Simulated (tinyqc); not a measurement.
Inside a calculation. Method: plane-wave Kohn-Sham cycle with exchange-only LDA in a layered model solid. One step of it, computed by the program tinyqc.

Question. Iteration 1: potential. V_H(G) = 4 pi rho(G)/G^2 for G != 0 (uniform background); v_x = -(3 rho/pi)^(1/3); V = V_ext + V_H + v_x; Fourier components f(G_m) = (1/N) sum_j f(x_j) exp(-i G_m x_j).

A solid whose potential varies along x alone (atomic units):
```
parameter                      value
period a                    4.600000
cross-section of the cell  16.000000
electrons per cell                 4
grid points                       16
plane waves -n..n, n               3
k points                           3
V1 in V1 cos(2 pi x/a)     -0.410000
```

density at the start, on the grid x_j = j a/N (e/bohr^3): 0.05434783  0.05434783  0.05434783  0.05434783  0.05434783  0.05434783  0.05434783  0.05434783  0.05434783  0.05434783  0.05434783  0.05434783  0.05434783  0.05434783  0.05434783  0.05434783

Give: Potentials on the grid; V(G_m), m = 0, 1, 2, ....

Answer.

Potentials on the grid (hartree):
```
x         V_ext     V_H      v_x        V
0.0000  -0.4100  0.0000  -0.3730  -0.7830
0.2875  -0.3788  0.0000  -0.3730  -0.7518
0.5750  -0.2899  0.0000  -0.3730  -0.6629
0.8625  -0.1569  0.0000  -0.3730  -0.5299
1.1500        0  0.0000  -0.3730  -0.3730
1.4375   0.1569  0.0000  -0.3730  -0.2161
1.7250   0.2899  0.0000  -0.3730  -0.0831
2.0125   0.3788  0.0000  -0.3730   0.0058
2.3000   0.4100  0.0000  -0.3730   0.0370
2.5875   0.3788  0.0000  -0.3730   0.0058
2.8750   0.2899  0.0000  -0.3730  -0.0831
3.1625   0.1569  0.0000  -0.3730  -0.2161
3.4500        0  0.0000  -0.3730  -0.3730
3.7375  -0.1569  0.0000  -0.3730  -0.5299
4.0250  -0.2899  0.0000  -0.3730  -0.6629
4.3125  -0.3788  0.0000  -0.3730  -0.7518
```

V(G_m), m = 0, 1, 2, ... (hartree): -0.3730  -0.2050  0.0000  0.0000  0.0000  0.0000  0.0000
